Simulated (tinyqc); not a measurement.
Inside a calculation. Method: Hubbard chain of 2 sites. Computed by tinyqc, a small Python program that keeps every step. Settings: hopping = 1.81, U = 6.4, mixing = 0.2, iteration cap = 51. Command: `OMP_NUM_THREADS=1 python tinyqc.py 26932 26933 out.jsonl` (the two numbers bound the seeds that draw the settings). One thread of a shared host (Intel(R) Xeon(R) Processor @ 2.60GHz), about 0.2 s of CPU time with the checks. Later iterations appear only in the table of the cycle.

## Mean-field iteration 1

one-body matrix (hopping and site energies) (eV), order 1, 2:
```
[[0.000000, -1.810000],
 [-1.810000, 0.000000]]
```

U = 6.400000 eV

electrons, up and down: [1, 1]

mixing = 0.200000

n(up) at the start (a guess, not normalised): [0.800000, 0.200000]

n(down) at the start (a guess): [0.200000, 0.800000]

H(up) = T + U n(down), H(down) = T + U n(up); fill the lowest levels; n(new) = n + mixing (n(out) - n); E = tr T (rho up + rho down) + U sum n_up n_down of the output.

levels, up (eV): [0.561345, 5.838655]

levels, down (eV): [0.561345, 5.838655]

energy = -0.977447 eV

n(up) after iteration 1: [0.812764, 0.187236]

n(down) after iteration 1: [0.187236, 0.812764]

## Mean-field iteration 2

As before.

levels, up (eV): [0.501321, 5.898679]

levels, down (eV): [0.501321, 5.898679]

energy = -0.988452 eV

n(up) after iteration 2: [0.824384, 0.175616]

n(down) after iteration 2: [0.175616, 0.824384]

## Convergence

Each step fills the lowest levels of T + U n(other spin) and sets n(new) = n + mixing (n(out) - n); stop when output and input agree to 1e-8.

Course of the cycle:
```
iteration       E (eV)  largest |n(out) - n(in)|  mean |n_up - n_down|
1          -0.97744704                  6.38e-02              0.727643
2          -0.98845188                  5.81e-02              0.741730
3          -0.99697189                  5.25e-02              0.753755
4          -1.00351287                  4.71e-02              0.764005
5          -1.00850202                  4.21e-02              0.772738
6          -1.01228857                  3.74e-02              0.780181
7          -1.01515144                  3.31e-02              0.786527
8          -1.01730964                  2.92e-02              0.791942
9          -1.01893298                  2.56e-02              0.796568
10         -1.02015193                  2.25e-02              0.800523
11         -1.02106604                  1.97e-02              0.803908
...                ...                       ...                   ...
41         -1.02378083                  2.65e-04              0.824413
42         -1.02378093                  2.29e-04              0.824447
43         -1.02378101                  1.98e-04              0.824476
44         -1.02378107                  1.71e-04              0.824501
45         -1.02378112                  1.48e-04              0.824523
46         -1.02378115                  1.28e-04              0.824542
47         -1.02378118                  1.10e-04              0.824559
48         -1.02378120                  9.54e-05              0.824573
49         -1.02378121                  8.25e-05              0.824585
50         -1.02378122                  7.12e-05              0.824596
51         -1.02378123                  6.16e-05              0.824605
```

Not converged within 51 iterations: the residual falls steadily but slowly, by a factor of about 0.86 a step. The lowest mean-field energy found from random starts is -1.02378 eV. Reruns (cap 100 unless said): mixing 0.5: converged in 40 (E = -1.02378); mixing 0.9: converged in 19 (E = -1.02378); the original settings with a cap of 400: converged in 111 (E = -1.02378).

## The many-body Hamiltonian

Basis: all placements (u, d, 2, 0 on each site), up operators ordered before down ones; hops carry the sign of the same-spin electrons passed.

H (eV), order 20, ud, du, 02:
```
[[6.400000, -1.810000, -1.810000, 0.000000],
 [-1.810000, 0.000000, 0.000000, -1.810000],
 [-1.810000, 0.000000, 0.000000, -1.810000],
 [0.000000, -1.810000, -1.810000, 6.400000]]
```

## Exact diagonalisation (4 states)

Lowest levels of the sector, and the double occupancy of the lowest state.

lowest levels (eV): [-1.631604, 0.000000, 6.400000, 8.031604]

double occupancy per site = 0.084424
